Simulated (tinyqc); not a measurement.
## Insulator thickness and V0 from two charges

Inverse problem. In an undoped wire Vg - V0 = Q/Cox + Vt ln(Q/Q0) + Vt ln(1 + Q/Q0) at the source, with Q0 = 4 eps0 eps_r Vt/R and Cox = eps0 eox/(R ln(1 + tox/R)). Find Cox, tox and V0.

Values chosen for this exercise; material values close to those of silicon:

| symbol | value | unit | meaning |
|---|---|---|---|
| T | 293 | K | temperature |
| eps_r | 11.5 |  | relative permittivity of the semiconductor |
| eox | 4.08 |  | relative permittivity of the gate insulator |
| R | 6 | nm | wire radius |

Constants: q = 1.602176634e-19 C, kB = 1.380649e-23 J/K, Vt = kB T/q, eps0 = 8.8541878128e-14 F/cm where lengths are in cm. Results are converted to the units shown.

Qs at Vg = 0.71 and 1.11 V (nC/cm^2): 402.00941  984.82181

Answer. The two equations are linear in 1/Cox and V0; tox follows by inverting the logarithm.

Cox = 1.620 uF/cm^2
tox = 2.700 nm
V0 = 0.4099 V

Program tinyqc, `OMP_NUM_THREADS=1 python tinyqc.py 2460036 2460037 out.jsonl`; Intel Xeon 2.30GHz, shared host, one thread, about 0.02 s.
